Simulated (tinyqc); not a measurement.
Ferroelectric with a first-order transition, Landau-Devonshire energy: the upper branch of the loop.

One domain with free energy u = al P^2 + be P^4 + ga P^6 - E P, al = a0 (T - T0), be < 0 < ga (P in uC/cm^2, E in kV/cm, u in mJ/cm^3). Equilibrium: E = 2 al P + 4 be P^3 + 6 ga P^5; a state is stable against small changes where dE/dP > 0. The coercive field is that of uniform switching, which real films, switching by domains, do not reach.

Ps^2 = [-be + sqrt(be^2 - 3 al ga)]/(3 ga); Pc^2 = [-3 be + sqrt(9 be^2 - 15 al ga)]/(15 ga), Ec = -E(Pc); susceptibility chi = 1/(eps0 dE/dP). P is the largest root of E(P) = Ea.

Values chosen for this exercise: slope of the quadratic coefficient a0 = 0.05 kV cm/(uC K); Curie-Weiss temperature T0 = 700 K; quartic coefficient be = -0.0016 kV cm^5/uC^3; sixth-order coefficient ga = 7.2e-7 kV cm^9/uC^5; temperature T = 680 K.

Constants: eps0 = 8.8541878128e-14 F/cm where lengths are in cm. Results are converted to the units shown.

Result of one run:
```
P (uC/cm^2)	u (mJ/cm^3)	chi
47.44	-1.448e4	175.9
```

Which applied field Ea gave this result: -120, -52, 130 or 260 kV/cm?

Ea = 260 kV/cm.

The whole series:
```
Ea (kV/cm)	P (uC/cm^2)	u (mJ/cm^3)	chi
-120	34.61	1897	1882
-90	37.65	806.8	795.6
-52	39.78	-667.4	519.9
0	41.79	-2791	372.1
65	43.65	-5571	283.5
130	45.13	-8458	233.0
260	47.44	-1.448e4	175.9
520	50.79	-2.728e4	122.5
```

P rises from 34.6 to 50.8 uC/cm^2, and chi falls from 1880 to 122. The branch ends at -Ec = -129 kV/cm, P = 31.4 uC/cm^2, where dE/dP vanishes and chi diverges; there P still has 75 % of Ps.

Numbers from tinyqc (`OMP_NUM_THREADS=1 python tinyqc.py 2860121 2860122 out.jsonl`; about 0.01 s on one thread of a shared Intel Xeon 2.30GHz).
